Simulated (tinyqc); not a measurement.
Worked calculation: UHF in the 6-31g basis, for H3-, spin multiplicity 1. The basis has no diffuse functions, so it cannot describe the extra electron: this is an exercise in the method, not the real anion. One step of it, computed by the program tinyqc.

Problem. Iteration 74 (converged): orbitals. Diagonalise F' = X^T F X, C = X C', fill 2 alpha and 2 beta electrons from the bottom; D(s) = C_occ C_occ^T. Each column has its largest component positive (the first on a tie).

converged F(alpha) (hartree):
```
           1H 1s      1H 2s      2H 1s      2H 2s      3H 1s      3H 2s
1H 1s   0.443263  -0.212577  -0.225830  -0.218156  -0.225796  -0.218120
1H 2s  -0.212577  -0.077271  -0.216664  -0.130819  -0.216665  -0.130813
2H 1s  -0.225830  -0.216664   0.446104  -0.219372   0.012046  -0.048167
2H 2s  -0.218156  -0.130819  -0.219372  -0.037469  -0.048159  -0.081153
3H 1s  -0.225796  -0.216665   0.012046  -0.048159   0.445982  -0.219451
3H 2s  -0.218120  -0.130813  -0.048167  -0.081153  -0.219451  -0.037524
```

converged F(beta) (hartree):
```
           1H 1s      1H 2s      2H 1s      2H 2s      3H 1s      3H 2s
1H 1s   0.443263  -0.212577  -0.225796  -0.218120  -0.225830  -0.218156
1H 2s  -0.212577  -0.077271  -0.216665  -0.130813  -0.216664  -0.130819
2H 1s  -0.225796  -0.216665   0.445982  -0.219451   0.012046  -0.048159
2H 2s  -0.218120  -0.130813  -0.219451  -0.037524  -0.048167  -0.081153
3H 1s  -0.225830  -0.216664   0.012046  -0.048167   0.446104  -0.219372
3H 2s  -0.218156  -0.130819  -0.048159  -0.081153  -0.219372  -0.037469
```

X:
```
           1H 1s      1H 2s      2H 1s      2H 2s      3H 1s      3H 2s
1H 1s   1.274540  -0.590758   0.008154   0.062067   0.008154   0.062067
1H 2s  -0.590758   2.118698   0.014344  -0.726526   0.014344  -0.726526
2H 1s   0.008154   0.014344   1.254589  -0.500524  -0.008568   0.025653
2H 2s   0.062067  -0.726526  -0.500524   1.613990   0.025653   0.199933
3H 1s   0.008154   0.014344  -0.008568   0.025653   1.254589  -0.500524
3H 2s   0.062067  -0.726526   0.025653   0.199933  -0.500524   1.613990
```

Give: F' = X^T F X; orbital energies; coefficients C; F' = X^T F X; orbital energies; coefficients C; D(alpha) after iteration 74; D(beta) after iteration 74.

Solution.

F' = X^T F X (alpha) (hartree):
```
         1        2        3        4        5        6
1   0.9568  -0.6084  -0.1135  -0.0805  -0.1134  -0.0804
2  -0.6084   0.6383  -0.1252  -0.1912  -0.1252  -0.1912
3  -0.1135  -0.1252   0.9578  -0.6163   0.0256   0.0579
4  -0.0805  -0.1912  -0.6163   0.4577   0.0579  -0.0046
5  -0.1134  -0.1252   0.0256   0.0579   0.9577  -0.6163
6  -0.0804  -0.1912   0.0579  -0.0046  -0.6163   0.4576
```

orbital energies (alpha) (hartree): MO1 -0.2358, MO2 -0.0168, MO3 0.4997, MO4 1.3125, MO5 1.4112, MO6 1.4550

coefficients C (alpha):
```
          MO1      MO2      MO3      MO4      MO5      MO6
1H 1s  0.2364  -0.0001   0.2309   0.5395   0.0004  -1.2574
1H 2s  0.3042  -0.0002   1.5006  -0.3384  -0.0006   1.8534
2H 1s  0.1682  -0.2140  -0.0705   0.8379   0.9437   0.3923
2H 2s  0.2758  -0.5995  -1.0292  -0.6053  -0.8823  -0.8878
3H 1s  0.1682   0.2140  -0.0705   0.8382  -0.9436   0.3918
3H 2s  0.2759   0.5997  -1.0290  -0.6056   0.8826  -0.8874
```

F' = X^T F X (beta) (hartree):
```
         1        2        3        4        5        6
1   0.9568  -0.6084  -0.1134  -0.0804  -0.1135  -0.0805
2  -0.6084   0.6383  -0.1252  -0.1912  -0.1252  -0.1912
3  -0.1134  -0.1252   0.9577  -0.6163   0.0256   0.0579
4  -0.0804  -0.1912  -0.6163   0.4576   0.0579  -0.0046
5  -0.1135  -0.1252   0.0256   0.0579   0.9578  -0.6163
6  -0.0805  -0.1912   0.0579  -0.0046  -0.6163   0.4577
```

orbital energies (beta) (hartree): MO1 -0.2358, MO2 -0.0168, MO3 0.4997, MO4 1.3125, MO5 1.4112, MO6 1.4550

coefficients C (beta):
```
          MO1      MO2      MO3      MO4      MO5      MO6
1H 1s  0.2364  -0.0001   0.2309   0.5395   0.0004  -1.2574
1H 2s  0.3042  -0.0002   1.5006  -0.3384  -0.0006   1.8534
2H 1s  0.1682   0.2140  -0.0705   0.8382  -0.9436   0.3918
2H 2s  0.2759   0.5997  -1.0290  -0.6056   0.8826  -0.8874
3H 1s  0.1682  -0.2140  -0.0705   0.8379   0.9437   0.3923
3H 2s  0.2758  -0.5995  -1.0292  -0.6053  -0.8823  -0.8878
```

D(alpha) after iteration 74:
```
        1H 1s   1H 2s    2H 1s    2H 2s    3H 1s    3H 2s
1H 1s  0.0559  0.0719   0.0398   0.0652   0.0398   0.0652
1H 2s  0.0719  0.0926   0.0512   0.0840   0.0511   0.0838
2H 1s  0.0398  0.0512   0.0741   0.1747  -0.0175  -0.0820
2H 2s  0.0652  0.0840   0.1747   0.4355  -0.0819  -0.2834
3H 1s  0.0398  0.0511  -0.0175  -0.0819   0.0741   0.1748
3H 2s  0.0652  0.0838  -0.0820  -0.2834   0.1748   0.4357
```

D(beta) after iteration 74:
```
        1H 1s   1H 2s    2H 1s    2H 2s    3H 1s    3H 2s
1H 1s  0.0559  0.0719   0.0398   0.0652   0.0398   0.0652
1H 2s  0.0719  0.0926   0.0511   0.0838   0.0512   0.0840
2H 1s  0.0398  0.0511   0.0741   0.1748  -0.0175  -0.0819
2H 2s  0.0652  0.0838   0.1748   0.4357  -0.0820  -0.2834
3H 1s  0.0398  0.0512  -0.0175  -0.0820   0.0741   0.1747
3H 2s  0.0652  0.0840  -0.0819  -0.2834   0.1747   0.4355
```
